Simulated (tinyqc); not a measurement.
Inside a calculation. Model: capacitance measurement on a leaky thin oxide: effects of series resistance and leakage.

Numbers from tinyqc (`OMP_NUM_THREADS=1 python tinyqc.py 2022067 2022068 out.jsonl`; about 0.01 s on one thread of a shared Intel Xeon 2.30GHz). Printed values are rounded.

The device is a capacitance C in parallel with a leakage conductance G, in series with Rs and Ls. An impedance meter reports either a parallel pair (Cp, Gp) from Y = 1/Z = Gp + i w Cp or a series pair (Cs, Rm) from Z = Rm + 1/(i w Cs); w = 2 pi f, dissipation D = Gp/(w |Cp|).

Inputs (values chosen for the exercise); values of the order met in thin-oxide MOS capacitors:
- eox = 3.9 (relative permittivity of the gate insulator (close to silicon dioxide))
- tox = 2.9 nm (insulator thickness)
- A = 400 um^2 (gate area)
- zc = 0.36 nm (oxide-equivalent thickness added by the accumulation layer)
- zp = 0.21 nm (oxide-equivalent thickness added by gate depletion)
- Jg = 0.0091 A/cm^2 (gate leakage current density, not matched to the thickness)
- Vs = 0.37 V (voltage for an e-fold rise of the leakage)
- Rs = 120 ohm (series resistance)
- Ls = 0 nH (series inductance)
- f = 50000 Hz (measuring frequency)

Constants: eps0 = 8.8541878128e-14 F/cm where lengths are in cm. Results are converted to the units shown.

## True capacitance and conductance

EOT = 3.9 tox/eox; CET = EOT + zc + zp; C = 3.9 eps0 A/CET; G = Jg A/Vs.

EOT = 2.9 nm
CET = 3.47 nm
C = 3.98056 pF
G = 0.0983784 uS

## What the meter reports

Z = Rs + i w Ls + 1/(G + i w C).

Z = (0.62642-7.94743i) x 1e5 ohm
Cp = 3.98046 pF
Gp = 0.0985649 uS
Cs = 4.00519 pF
D = 0.0788204

Cp is within 0.01 % of C and Cs is 0.62 % above it; G Rs = 1.18e-5, w C Rs = 1.50e-4 and G/(w C) = 0.0787.
